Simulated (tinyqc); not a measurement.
Worked calculation: standing waves and exposure in a photoresist film. Values are carried at full precision from step to step, so a last printed digit may differ when a step is redone from the rounded ones.

Normal incidence from air. Unexposed resist: N1 = n1 + i k1 with k1 = (A + B) lam/(4 pi), lam in micrometres. r01 = (1 - N1)/(1 + N1), t01 = 2/(1 + N1). Substrate Ns = ns + i ks: r12 = (N1 - Ns)/(N1 + Ns). With p = exp(2 pi i N1 d/lam), the field at depth z is E(z) = t01 [exp(2 pi i N1 z/lam) + r12 p^2 exp(-2 pi i N1 z/lam)]/(1 + r01 r12 p^2), the relative intensity I(z) = n1 |E(z)|^2 and the reflectance R = |(r01 + r12 p^2)/(1 + r01 r12 p^2)|^2.

Parameters, chosen for this exercise (a resist on Cu, indices near tabulated ones; shifted at random, so the results belong to these values and not to a real crystal):
- lam = 193 nm (vacuum wavelength)
- n1 = 1.708 (resist index)
- A = 0.06 1/micrometre (bleachable absorption (Dill A))
- B = 0.82 1/micrometre (fixed absorption (Dill B))
- d = 180 nm (resist thickness)
- ns = 0.953 (substrate n)
- ks = 1.42 (substrate k)
- C = 0.029 cm^2/mJ (exposure rate (Dill C))
- D = 30 mJ/cm^2 (incident dose)
- Ld = 30 nm (diffusion length of the post-exposure bake)

## Interface coefficients

Form N1, r01, t01 and r12.

N1 = 1.70800+0.01352i
r01 = -0.2615-0.0037i
t01 = 0.7385-0.0037i
r12 = -0.0008-0.5281i
|r12|^2 = 0.2789

Next to the bottom the intensity swings by a factor ((1 + |r12|)/(1 - |r12|))^2 = 10.5 between antinode and node.

## Round trip and reflectance

Form p^2, the denominator and R; the period of the standing wave is lam/(2 n1).

p^2 = 0.3345+0.7852i
1 + r01 r12 p^2 = 0.8910+0.0448i
R = 0.0706
period = 56.50 nm

The film holds 3.19 periods.

## Intensity and exposure over the lowest period

Nine depths from d - period to d. Without bleaching during the exposure the share of unexposed compound is m = exp(-C D I).

Profile:
```
z (nm)      I      m
123.5   1.314  0.319
130.6   0.563  0.613
137.6   0.250  0.804
144.7   0.556  0.617
151.8   1.298  0.323
158.8   2.039  0.170
165.9   2.342  0.130
172.9   2.027  0.171
180.0   1.276  0.329
```

I runs from 0.250 to 2.342 on these points, so m runs from 0.130 to 0.804; the least exposed point listed lies 42.4 nm above the bottom.

## Smoothing by the bake

Gaussian diffusion of length Ld multiplies a cosine of period L by exp(-2 pi^2 Ld^2/L^2). Give that factor, and the Ld that leaves 10 %.

factor = 0.00383
Ld for 10 % = 19.30 nm

## Checks

- R against the transfer-matrix product: both 0.070552.
- Absorption (A + B) d times the mean of I against 1 - R - T: both 0.217.

Run: tinyqc, `OMP_NUM_THREADS=1 python tinyqc.py 1652369 1652370 out.jsonl`; Intel(R) Xeon(R) Processor @ 2.30GHz, one thread, shared host; about 0.01 s of CPU time with all checks.
